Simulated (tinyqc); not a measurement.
Thin-body transistor below threshold, two-dimensional Poisson equation on a small mesh: one step of the calculation.

A thin body on a thick buried insulator of low permittivity, taken as carrying no normal field at the bottom of the body (row 0). Mobile charge is neglected (subthreshold), the body is fully depleted, and potentials are counted from the intrinsic level; rows run upward to the gate, columns from source to drain.

Question. Coefficients of the five-point equations. Mesh: rows i = 0..3 in the semiconductor (step hs = tb/3, row 3 on the interface), then 2 step(s) ho = tox/2 up to the gate row 5; columns j = 0..7 (step hy = L/7). Box integration, divided by eps0: up_i = eps hy/h of the interval above row i, dn_i = that of the interval below (0 for row 0), lat_i = (sum of eps h/2 over the intervals above and below)/hy, s_i = -q Na w_i hy/eps0 with w_i the semiconductor height of the box (hs/2 for row 0 and the interface row, hs between, 0 in the insulator). Each free node obeys (up + dn + 2 lat) psi = up psi(above) + dn psi(below) + lat [psi(left) + psi(right)] + s.

Values chosen for this exercise; semiconductor permittivity close to that of silicon: relative permittivity of the semiconductor eps_r = 11.9; relative permittivity of the insulator eox = 22; body thickness tb = 3 nm; insulator thickness tox = 3.6 nm; channel length L = 20 nm; acceptor density of the depleted body Na = 5e17 cm^-3.

Constants: q = 1.602176634e-19 C, eps0 = 8.8541878128e-14 F/cm where lengths are in cm. Results are converted to the units shown.

Give: up; dn; lat; s.

Answer.

up, row 0 to 4: [34.000, 34.000, 34.000, 34.921, 34.921]
dn, row 0 to 4: [0, 34.000, 34.000, 34.000, 34.921]
lat, row 0 to 4: [2.0825, 4.1650, 4.1650, 9.0125, 13.860]
s, row 0 to 4 (V): [-0.012925, -0.025850, -0.025850, -0.012925, 0]

Computed by the program tinyqc: `OMP_NUM_THREADS=1 python tinyqc.py 2480069 2480070 out.jsonl`, one thread of a shared Intel Xeon 2.30GHz, about 0.09 s for the whole run.
